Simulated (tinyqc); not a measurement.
Kronig-Penney superlattice by transfer matrices: sweeps and comparisons. A value that a table varies takes the place of the one given here.

Wells (width a, potential 0, mass mw) alternate with barriers (width b, height V0, mass mb); period d = a + b; c = hbar^2/2m0. The vector (psi, psi'/m) is continuous, and a layer of thickness t carries it by M = [[cos kt, (m/k) sin kt], [-(k/m) sin kt, cos kt]] with k = sqrt(m (E - V)/c); for E < V, k = i kappa gives [[cosh, (m/kappa) sinh], [(kappa/m) sinh, cosh]] of kappa t. A Bloch state obeys cos(q d) = tr(Mb Mw)/2.

Constants: hbar^2/2m0 = 3.80998211 eV angstrom^2.

Inputs chosen for the exercise (near those of an InGaAs superlattice with barriers of InAlAs; shifted at random, so the results belong to these values and not to a real crystal): a = 74 angstrom (well width); V0 = 0.544 eV (barrier height); mw = 0.0399 m0 (mass in the wells); mb = 0.0728 m0 (mass in the barriers); bs = (8, 12, 16, 20.8, 25.6, 32, 40) angstrom (barrier widths); b = 16 angstrom (barrier width).

## Barrier width

First miniband against b. m_z = -2 c f'/d^2 with f = tr M/2 at the bottom of the band. E1 is the level of the single well, kappa1 its decay constant in the barrier.

First miniband:
```
b (angstrom)  bottom (eV)  top (eV)  W (meV)   ln W  m_z (m0)
8.0                0.0411    0.1225    81.34  4.399    0.0478
12.0               0.0527    0.1084    55.70  4.020    0.0556
16.0               0.0607    0.0989    38.14  3.641    0.0668
20.8               0.0672    0.0914    24.22  3.187    0.0863
25.6               0.0714    0.0868    15.39  2.734     0.115
32.0               0.0747    0.0831    8.413  2.130     0.176
40.0               0.0769    0.0808    3.956  1.375     0.310
```

E1 = 0.0789 eV
kappa1 = 0.0943 1/angstrom

W falls from 81.3 to 3.96 meV, and both edges close in on E1. The slope of ln W is -0.0947 per angstrom over the first two rows and -0.0943 over the last two, against -kappa1 = -0.0943: the width follows one power of the tunnelling amplitude once the wells couple weakly. m_z grows by a factor 6.5. Layers under about 10 angstrom are at the limit of envelope theory.

## From one barrier to a miniband

Transmission through N barriers separated by wells, between leads of the well material: T = 4/[(M11 + M22)^2 + (u M12 - M21/u)^2] with u = k/mw and M the product over all layers; twelve evenly spaced energies around the first miniband.

Transmission:
```
E (eV)    tr M/2 of a period   N = 1    N = 2     N = 4     N = 8
0.043565               2.388  0.0830  0.00396  9.18e-06  4.95e-11
0.050500               1.785  0.0942  0.00809  7.07e-05  5.49e-09
0.057435               1.240   0.105   0.0187   0.00111  4.79e-06
0.064369               0.749   0.115   0.0548     0.496     0.207
0.071304               0.308   0.125    0.273     0.125     0.270
0.078239              -0.084   0.134    0.846     0.585     0.283
0.085173              -0.432   0.143    0.183     0.125     0.434
0.092108              -0.739   0.152   0.0760     0.711     0.389
0.099043              -1.006   0.161   0.0451    0.0111   0.00231
0.105978              -1.237   0.169   0.0321   0.00194  8.64e-06
0.112912              -1.435   0.177   0.0254  0.000670  4.93e-07
0.119847              -1.601   0.184   0.0216  0.000324  7.41e-08
```

5 of the energies lie in the miniband (|tr M/2| <= 1); there T for N = 8 runs between 0.207 and 0.434. In the gaps it falls with N: at E = 0.1198 eV from 0.000324 (N = 4) to 7.41e-08 (N = 8), a slope of ln T of -2.10 a period, against -2 arccosh|tr M/2| = -2.10.

## What each parameter does

Bottom and width of the first miniband, the gap above it, and m_z = -2 c f'/d^2 with f = tr M/2. Each row changes one parameter from the base and keeps the others.

Results:
```
case             bottom (eV)  width (meV)  gap (meV)  m_z (m0)
base                  0.0607         38.1      166.4    0.0668
a = 81 angstrom       0.0542         31.8      148.5    0.0681
b = 18 angstrom       0.0638         31.6      175.9    0.0740
V0 = 0.626 eV         0.0659         34.1      181.4    0.0721
mw = 0.0439 m0        0.0589         34.8      157.9    0.0727
mb = 0.0619 m0        0.0616         43.3      161.3    0.0606
```

The largest shifts from the base row, up to three for each result and ties (the steps differ in size, so this ranks the rows, not the parameters). bottom (eV): a -0.0065, V0 +0.0052, b +0.0030. width (meV): b -6.6, a -6.4, mb +5.2. gap (meV): a -17.9, V0 +15.0, b +9.5. m_z (m0): b +0.0072, mb -0.0061, mw +0.0059.

(tinyqc, `OMP_NUM_THREADS=1 python tinyqc.py 1251328 1251329 out.jsonl`, Intel(R) Xeon(R) Processor @ 2.30GHz, 1 thread, shared host, about 0.07 s.)
